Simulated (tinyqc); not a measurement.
## Error from band bending against le

In A the levels shift by pb (1 - z/W)^2 for z < W. The signal from depth z is weighted by exp(-z/le)/le, so the centroid shifts by pb [1 - 2/a + (2/a^2)(1 - exp(-a))], a = W/le, and the error of iA against its value at the interface is that less pb.

Values chosen for this exercise: band bending in A at the interface pb = -0.23 V; width of the bent region W = 4.8 nm.

Error from band bending against le:
```
le (nm)        a  centroid shift (eV)  error (meV)
0.5       9.6000             -0.18707       42.926
1.9       2.5263             -0.11423       115.77
3.4       1.4118            -0.078717       151.28
4.8       1.0000            -0.060775       169.22
6.2      0.77419            -0.049439       180.56
7.7      0.62338            -0.041184       188.82
9.1      0.52747            -0.035623       194.38
10.6     0.45283            -0.031117       198.88
12       0.40000            -0.027830       202.17
```

The size of the error rises from 42.9 to 202 meV; for large a it is 2 |pb|/a. It is below 50 meV, a typical accuracy of the method, in 1 of the 9 rows. Heavily doped substrates and deep-probing photons need the correction.

Computed by the program tinyqc: `OMP_NUM_THREADS=1 python tinyqc.py 2410046 2410047 out.jsonl`, one thread of a shared Intel Xeon 2.30GHz, about 0.01 s for the whole run.
